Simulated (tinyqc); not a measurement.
Grain-boundary trapping model (Seto) of a polycrystalline semiconductor film. Which input was changed? Computed by tinyqc, a small Python program. Command: `OMP_NUM_THREADS=1 python tinyqc.py 3016957 3016958 out.jsonl poly which`. One thread of a shared host (Intel(R) Xeon(R) Processor @ 2.30GHz), about 0.03 s of CPU time with the checks.

Grains of equal size L are joined by thin boundaries with one trap level. Trapped carriers deplete a width W on each side and raise a barrier, crossed by thermionic emission. Dopants are fully ionised, statistics are non-degenerate and mu_g does not depend on T.

Inputs (values chosen for the exercise, modelled on polycrystalline silicon):

| quantity | value | unit |
|---|---|---|
| permittivity eps | 11.7 | - |
| effective mass m | 0.32 | m_0 |
| effective density of states at 300 K, N_c | 2.9e+19 | 1/cm^3 |
| grain size L | 76 | nm |
| trap density Q_t | 2.4e+12 | 1/cm^2 |
| trap level E_t below the band edge | 0.52 | eV |
| doping N | 1.3e+17 | 1/cm^3 |
| temperature T | 400 | K |

Grain interior: neglected.

Constants: k_B = 8.617333262e-05 eV/K; e = 1.602176634e-19 C; eps_0 = 8.8541878128e-12 F/m; m_0 = 9.1093837015e-31 kg; k_B = 1.380649e-23 J/K.

Method. N_c(T) = N_c (T/300 K)^(3/2). Filled traps Q = Q_t/(1 + (1/2) exp((E_t* - E_F)/k_B T)), where E_t* = e V_B - E_t and E_F are counted from the band edge at the grain centre. Partial depletion: Q = 2 N W, V_B = e N W^2/(2 eps eps_0), E_F = k_B T ln(N/N_c); solve for W. If that W would exceed L/2 the grain is fully depleted: W = L/2, Q = N L, and E_F follows from the trap equation. Centre density n_0 = N_c exp(E_F/k_B T). Boundary: sigma_b = L e^2 n_0 exp(-e V_B/k_B T)/sqrt(2 pi m k_B T); rho = 1/sigma_b. Mean carrier density n_av = n_0 [(1 - 2W/L) + (2W/L) (sqrt(pi)/2) erf(y)/y], y = sqrt(e V_B/k_B T); effective mobility 1/(e n_av rho).

Task: One of these inputs alone was changed, within the range given: grain size L (38 to 152); trap density Q_t (1.2e+12 to 4.8e+12); temperature T (200 to 500); permittivity eps (5.85 to 23.4). Which one, and to what value?

Results:

| run | effective mobility (cm^2/(V s)) | mean carrier density (1/cm^3) | resistivity rho (ohm cm) |
|---|---|---|---|
| before | 41.7203 | 1.272573e+14 | 1175.601 |
| after | 113.5272 | 4.676596e+13 | 1175.601 |

Result:

Each candidate set to reproduce effective mobility, and what it then gives:

| candidate | range searched | value needed | mean carrier density (1/cm^3) | resistivity rho (ohm cm) |
|---|---|---|---|---|
| grain size L (nm) | 38 to 152 | 62.24 | 2.7843e+13 | 1974.5 |
| trap density Q_t (1/cm^2) | 1.2e+12 to 4.8e+12 | no effect | - | - |
| temperature T (K) | 200 to 500 | out of reach | - | - |
| permittivity eps | 5.85 to 23.4 | 16.10 | 4.6766e+13 | 1175.6 |

Only permittivity eps fits every result: it went from 11.7 to 16.1. The next best candidate, grain size L, misses one result by 68 %.
